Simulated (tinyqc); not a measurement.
# n-type polysilicon, carrier trapping at grain boundaries, step by step

tinyqc, about 0.01 s, one thread, Intel Xeon 2.30GHz (shared host): `OMP_NUM_THREADS=1 python tinyqc.py 2830260 2830261 out.jsonl` Printed values are rounded.

One-dimensional grains of size Lg, uniform ionised doping N, monovalent traps Qt at each boundary at a depth Et below (for electrons) or above (for holes) the band edge there, abrupt depletion of width W on each side of a boundary, Boltzmann statistics. xi is the distance from the band edge at the grain centre to the Fermi level. Trapped charge Qt/(1 + exp((xi + VB - Et)/Vt)) = 2 N W, barrier VB = q N W^2/(2 eps0 eps_r).

Parameters, values chosen for the exercise; values of the order met in polycrystalline silicon:
- T = 300 K (temperature)
- eps_r = 11.7 (relative permittivity)
- NB = 2.8e19 cm^-3 (conduction-band density of states at T)
- Lg = 260 nm (grain size)
- Qt = 7.6e11 cm^-2 (trap density of a grain boundary)
- Et = 0.34 eV (depth of the trap level from the majority band edge at the boundary)
- ms = 0.49 m0 (mass for thermionic emission)
- fe = 0.12 (correction factor of the emission rate)
- N = 7.3e15 cm^-3 (doping)

Constants: q = 1.602176634e-19 C, kB = 1.380649e-23 J/K, m0 = 9.1093837015e-31 kg, Vt = kB T/q, eps0 = 8.8541878128e-14 F/cm where lengths are in cm. Results are converted to the units shown.

## Depletion width, Fermi level and barrier

If the trap equation with xi = Vt ln(NB/N) has a root W < Lg/2, the grain is partly depleted; otherwise W = Lg/2 and the trap equation gives xi = Et - VB + Vt ln(Qt/(N Lg) - 1). N* = Qt/Lg.

N* = 2.92308e16 cm^-3
W = 130 nm
xi = 0.273036 V
VB = 0.0954015 V
share of traps filled = 0.249737

N is 0.250 N*, and the grain is fully depleted; VB = 3.69 Vt.

## Resistivity and effective mobility

n0 = NB exp(-xi/Vt); mean density n0 (1 - 2 W/Lg) by charge balance in a partly depleted grain, and n0 (sqrt(pi)/2) erf(u)/u with u = sqrt(VB/Vt) in a fully depleted one; v = sqrt(kB T/(2 pi ms m0)); barrier resistivity Vt exp(VB/Vt)/(q fe n0 v Lg); grain resistivity (1 - 2 W/Lg)/(q n0 mug); effective mobility 1/(q mean density total resistivity).

n0 = 7.25026e14 cm^-3
mean density = 3.32273e14 cm^-3
v = 3.84299e6 cm/s
barrier resistivity = 743.500 ohm cm
grain resistivity = 0.00000 ohm cm
resistivity = 743.500 ohm cm
effective mobility = 25.2647 cm^2/(V s)

The resistivity is 95.7 times that of a single crystal with the same N and mobility mug, and the mean density is 4.55 % of N.
